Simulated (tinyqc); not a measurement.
Changing the temperature T: grain-boundary trapping model (Seto) of a polycrystalline semiconductor film. Computed by tinyqc, a small Python program. Command: `OMP_NUM_THREADS=1 python tinyqc.py 3022960 3022961 out.jsonl poly sweep`. One thread of a shared host (Intel(R) Xeon(R) Processor @ 2.30GHz), about 0.01 s of CPU time with the checks.

Grains of equal size L are joined by thin boundaries with one trap level. Trapped carriers deplete a width W on each side and raise a barrier, crossed by thermionic emission. Dopants are fully ionised, statistics are non-degenerate and mu_g does not depend on T.

Inputs (values chosen for the exercise, modelled on polycrystalline germanium): permittivity eps = 16; effective mass m = 0.21 m_0; effective density of states at 300 K, N_c = 6.2e+18 1/cm^3; grain size L = 52 nm; trap density Q_t = 1.1e+12 1/cm^2; trap level E_t below the band edge = 0.29 eV; doping N = 2.2e+18 1/cm^3; mobility inside the grains mu_g = 380 cm^2/(V s).

Grain interior: resistance included.

Constants: k_B = 8.617333262e-05 eV/K; e = 1.602176634e-19 C; eps_0 = 8.8541878128e-12 F/m; m_0 = 9.1093837015e-31 kg; k_B = 1.380649e-23 J/K.

Method:
- N_c(T) = N_c (T/300 K)^(3/2). Filled traps Q = Q_t/(1 + (1/2) exp((E_t* - E_F)/k_B T)), where E_t* = e V_B - E_t and E_F are counted from the band edge at the grain centre. Partial depletion: Q = 2 N W, V_B = e N W^2/(2 eps eps_0), E_F = k_B T ln(N/N_c); solve for W. If that W would exceed L/2 the grain is fully depleted: W = L/2, Q = N L, and E_F follows from the trap equation. Centre density n_0 = N_c exp(E_F/k_B T).
- Boundary: sigma_b = L e^2 n_0 exp(-e V_B/k_B T)/sqrt(2 pi m k_B T); drift through the grain, depleted parts included: rho_g = [(1 - 2W/L) + (2W/L) int_0^1 exp(y^2 s^2) ds]/(e n_0 mu_g); rho = 1/sigma_b + rho_g. Mean carrier density n_av = n_0 [(1 - 2W/L) + (2W/L) (sqrt(pi)/2) erf(y)/y], y = sqrt(e V_B/k_B T); effective mobility 1/(e n_av rho).
- E_a = d ln(rho)/d(1/k_B T) from T - 5 K and T + 5 K; temperature coefficient d ln(rho)/dT.

One run for each value; columns: (1) temperature T (K); (2) resistivity rho (ohm cm); (3) effective mobility (cm^2/(V s)); (4) activation energy E_a (eV); (5) mean carrier density (1/cm^3):
```
(1)       (2)     (3)         (4)         (5)
200  0.010670  269.30  -0.0000119  2.1721e+18
236  0.010692  268.28  -0.0004782  2.1759e+18
271  0.010740  266.74  -0.0009436  2.1787e+18
307  0.010804  264.89  -0.0014369  2.1810e+18
343  0.010876  262.90  -0.0019439  2.1828e+18
379  0.010953  260.87  -0.0024613  2.1844e+18
414  0.011030  258.90  -0.0029690  2.1856e+18
450  0.011110  256.91  -0.0034897  2.1867e+18
```

Over the rows, resistivity rho (ohm cm) rises from 0.0107 to 0.0111 (exponent d ln y / d ln x 0.012 between the first rows and 0.087 between the last); effective mobility (cm^2/(V s)) falls from 269 to 257 (exponent d ln y / d ln x -0.023 between the first rows and -0.093 between the last); activation energy E_a (eV) falls from -1.19e-5 to -0.00349 (exponent d ln y / d ln x 22 between the first rows and 1.9 between the last).

Caution (all rows): E_F is within 2 k_B T of the band edge, so non-degenerate statistics fail, and tunnelling through so thin a barrier adds to the current. Caution (all rows): e V_B is below 2 k_B T, where the depletion approximation fails and the mean density does not balance the trapped charge.
